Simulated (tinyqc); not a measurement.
Comparisons within one model: Kronig-Penney superlattice by transfer matrices. A value that a table varies takes the place of the one given here.

Wells (width a, potential 0, mass mw) alternate with barriers (width b, height V0, mass mb); period d = a + b; c = hbar^2/2m0. The vector (psi, psi'/m) is continuous, and a layer of thickness t carries it by M = [[cos kt, (m/k) sin kt], [-(k/m) sin kt, cos kt]] with k = sqrt(m (E - V)/c); for E < V, k = i kappa gives [[cosh, (m/kappa) sinh], [(kappa/m) sinh, cosh]] of kappa t. A Bloch state obeys cos(q d) = tr(Mb Mw)/2.

Constants: hbar^2/2m0 = 3.80998211 eV angstrom^2.

Inputs chosen for the exercise (near those of a non-polar GaN superlattice with barriers of AlGaN; shifted at random, so the results belong to these values and not to a real crystal):
```
symbol  value                                unit      meaning
a       37                                   angstrom  well width
V0      0.255                                eV        barrier height
mw      0.195                                m0        mass in the wells
mb      0.22                                 m0        mass in the barriers
bs      (4.5, 6.8, 9, 11.7, 14.4, 18, 22.5)  angstrom  barrier widths
b       9                                    angstrom  barrier width
```

## Barrier width

First miniband against b. m_z = -2 c f'/d^2 with f = tr M/2 at the bottom of the band. E1 is the level of the single well, kappa1 its decay constant in the barrier.

First miniband:
```
b (angstrom)  bottom (eV)  top (eV)  W (meV)   ln W  m_z (m0)
4.5                0.0236    0.1096    85.97  4.454     0.204
6.8                0.0316    0.0985    66.86  4.203     0.214
9.0                0.0376    0.0902    52.62  3.963     0.226
11.7               0.0433    0.0825    39.28  3.671     0.247
14.4               0.0475    0.0769    29.36  3.380     0.275
18.0               0.0517    0.0716    19.96  2.994     0.325
22.5               0.0551    0.0675    12.35  2.514     0.415
```

E1 = 0.0610 eV
kappa1 = 0.1058 1/angstrom

What can be read from the table?

W falls from 86.0 to 12.35 meV, and both edges close in on E1. The slope of ln W is -0.1093 per angstrom over the first two rows and -0.1067 over the last two, against -kappa1 = -0.1058: the width follows one power of the tunnelling amplitude once the wells couple weakly. m_z grows by a factor 2.0. Layers under about 10 angstrom are at the limit of envelope theory.

## From one barrier to a miniband

Transmission through N barriers separated by wells, between leads of the well material: T = 4/[(M11 + M22)^2 + (u M12 - M21/u)^2] with u = k/mw and M the product over all layers; twelve evenly spaced energies around the first miniband.

Transmission:
```
E (eV)    tr M/2 of a period  N = 1    N = 2     N = 4     N = 8
0.013917               2.838  0.124  0.00438  4.82e-06  5.81e-12
0.023485               2.007  0.194   0.0147  7.49e-05  1.93e-09
0.033052               1.298  0.253   0.0480   0.00224  5.38e-06
0.042619               0.698  0.305    0.184     0.989     0.959
0.052186               0.198  0.351    0.775     0.504     0.342
0.061753              -0.213  0.391    0.779     0.517     0.386
0.071321              -0.545  0.427    0.386     0.488     0.346
0.080888              -0.806  0.460    0.247     0.476     0.253
0.090455              -1.004  0.489    0.192    0.0542    0.0124
0.100022              -1.147  0.515    0.168    0.0187  0.000255
0.109590              -1.240  0.539    0.160    0.0109  4.73e-05
0.119157              -1.292  0.561    0.161   0.00871  2.23e-05
```

What does this show?

5 of the energies lie in the miniband (|tr M/2| <= 1); there T for N = 8 runs between 0.253 and 0.959. In the gaps it falls with N: at E = 0.1192 eV from 0.00871 (N = 4) to 2.23e-05 (N = 8), a slope of ln T of -1.49 a period, against -2 arccosh|tr M/2| = -1.49.

## What each parameter does

Bottom and width of the first miniband, the gap above it, and m_z = -2 c f'/d^2 with f = tr M/2. Each row changes one parameter from the base and keeps the others.

Results:
```
case             bottom (eV)  width (meV)  gap (meV)  m_z (m0)
base                  0.0376         52.6       85.6    0.2264
a = 33 angstrom       0.0425         65.6       95.4    0.2230
b = 10 angstrom       0.0399         47.2       91.1    0.2334
V0 = 0.217 eV         0.0333         56.5       75.0    0.2199
mw = 0.2145 m0        0.0368         48.2       81.5    0.2454
mb = 0.187 m0         0.0379         57.4       80.7    0.2140
```

How do the results move?

The largest shifts from the base row, up to three for each result and ties (the steps differ in size, so this ranks the rows, not the parameters). bottom (eV): a +0.0049, V0 -0.0043, b +0.0023. width (meV): a +13.0, b -5.4, mb +4.8. gap (meV): V0 -10.7, a +9.8, b +5.5. m_z (m0): mw +0.0190, mb -0.0124, b +0.0070.

tinyqc: `OMP_NUM_THREADS=1 python tinyqc.py 1252417 1252418 out.jsonl`; about 0.05 s, one thread, shared Intel(R) Xeon(R) Processor @ 2.30GHz.
